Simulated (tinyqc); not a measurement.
# Semiconductor laser, carrier and photon rate equations: effects of single changes

Carrier density N and photon density S in one mode: dN/dt = F1 = eta I/(q V) - (A N + B N^2 + C N^3) - vg g S; dS/dt = F2 = G vg g S + G be B N^2 - S/tp, with g = g0 ln(N/Ntr)/(1 + ec S). Output power P = Fo Eph S V/(G tp). No heating, no carrier transport.

Inputs (values chosen for the exercise):
```
symbol,value,unit,meaning
V,5.2e-11,cm^3,active volume
G,0.064,,confinement factor
vg,7.28e9,cm/s,group velocity
g0,2800,1/cm,gain coefficient
Ntr,2.4e18,cm^-3,transparency density
ec,5.1e-18,cm^3,gain compression
tp,3.4,ps,photon lifetime
A,6.5e7,1/s,defect recombination coefficient
B,8.5e-11,cm^3/s,radiative coefficient
C,1.4e-29,cm^6/s,Auger coefficient
be,8.4e-5,,share of spontaneous emission into the mode
eta,0.72,,injection efficiency
Fo,0.64,,share of cavity losses that is output
Eph,1.27,eV,photon energy
I,66,mA,drive current
```

Constants: q = 1.602176634e-19 C. Results are converted to the units shown.

Each table varies one quantity; the others keep the values above.

## Effect of the confinement factor on threshold and bandwidth

gth = 1/(G vg tp), Nth = Ntr exp(gth/g0), Ith = q V (A Nth + B Nth^2 + C Nth^3)/eta. N and S are the steady state (F1 = F2 = 0, S > 0). Jacobian, with a = g0/(N (1 + ec S)) and d = g/(1 + ec S): J11 = -(A + 2 B N + 3 C N^2) - vg a S, J12 = -vg d, J21 = G vg a S + 2 G be B N, J22 = G vg d - 1/tp. wR^2 = det J, gamma = -trace J, fR = wR/(2 pi); the response wR^2/(wR^2 - w^2 + i gamma w) falls to 1/sqrt(2) at w^2 = x + sqrt(x^2 + wR^4), x = wR^2 - gamma^2/2 (f3dB = w/(2 pi)).

Effect of the confinement factor on threshold and bandwidth:

| G | Ith (mA) | P (mW) | fR (GHz) | gamma (1/ns) | f3dB (GHz) |
|---|---|---|---|---|---|
| 0.043 | 19.74 | 27.05 | 5.132 | 5.522 | 7.933 |
| 0.055 | 16.84 | 28.75 | 6.203 | 7.357 | 9.577 |
| 0.07 | 14.93 | 29.87 | 7.331 | 9.712 | 11.30 |
| 0.091 | 13.50 | 30.71 | 8.671 | 13.05 | 13.34 |
| 0.12 | 12.45 | 31.32 | 10.24 | 17.70 | 15.69 |
| 0.15 | 11.84 | 31.68 | 11.64 | 22.51 | 17.77 |
| 0.19 | 11.35 | 31.96 | 13.27 | 28.90 | 20.17 |

What does the comparison show?

As G goes from 0.043 to 0.19, Ith falls from 19.7 to 11.4 mA, fR rises from 5.13 to 13.3 GHz, gamma rises from 5.52 to 28.9 1/ns and f3dB rises from 7.93 to 20.2 GHz.

## Light against current through threshold

Same model as above.

Light against current through threshold:

| I (mA) | N/Nth | S (cm^-3) | P (mW) | share of carriers lost by stimulated emission (%) |
|---|---|---|---|---|
| 3.1 | 0.4406 | 7.504e8 | 2.335e-5 | -0.003392 |
| 7.8 | 0.7162 | 4.868e9 | 1.515e-4 | -0.001594 |
| 12 | 0.8843 | 2.014e10 | 6.267e-4 | 0.004057 |
| 15 | 0.9827 | 1.757e11 | 0.005467 | 0.05747 |
| 17 | 0.9999 | 2.717e13 | 0.8455 | 8.494 |
| 23 | 1.000 | 1.399e14 | 4.352 | 32.33 |
| 31 | 1.000 | 2.902e14 | 9.031 | 49.78 |
| 47 | 1.001 | 5.908e14 | 18.39 | 66.85 |
| 78 | 1.001 | 1.173e15 | 36.52 | 80.00 |

What does the comparison show?

Ith is 15.6 mA. The power rises by a factor of 1350 between 12 and 17 mA, while N/Nth goes only from 0.884 to 1.00. Above threshold N is nearly clamped, reaching 1.001 Nth in the last row through gain compression, and the slope between the last two rows is 0.585 W/A, against Fo eta Eph/q = 0.585 W/A. At I = 3.1 mA N is far below Ntr, where the logarithmic gain law overstates the absorption.

## Modulation bandwidth against current

Same model as above.

The same in every row: Ith (mA) = 15.56.

Modulation bandwidth against current:

| I (mA) | P (mW) | fR (GHz) | gamma (1/ns) | f3dB (GHz) |
|---|---|---|---|---|
| 20 | 2.598 | 2.054 | 1.696 | 3.182 |
| 30 | 8.446 | 3.701 | 3.215 | 5.730 |
| 44 | 16.63 | 5.189 | 5.375 | 8.023 |
| 66 | 29.50 | 6.901 | 8.765 | 10.65 |
| 97 | 47.63 | 8.753 | 13.52 | 13.45 |
| 140 | 72.77 | 10.79 | 20.05 | 16.51 |
| 210 | 113.7 | 13.44 | 30.56 | 20.39 |
| 320 | 178.0 | 16.71 | 46.74 | 25.04 |
| 470 | 265.8 | 20.24 | 68.18 | 29.83 |

As I goes from 20 to 470 mA, fR rises from 2.05 to 20.2 GHz, gamma rises from 1.70 to 68.2 1/ns and f3dB rises from 3.18 to 29.8 GHz. Against I - Ith, fR goes with exponent 0.50 at the start and 0.48 at the end (1/2 without compression). The slope of gamma against fR^2 between the third and fourth rows, the K factor, is 0.164 ns. For I = 210 to 470 mA the current exceeds 12 Ith, where heating, left out here, usually rolls the output over.

Program tinyqc, `OMP_NUM_THREADS=1 python tinyqc.py 2840034 2840035 out.jsonl`; Intel Xeon 2.30GHz, shared host, one thread, about 0.01 s.
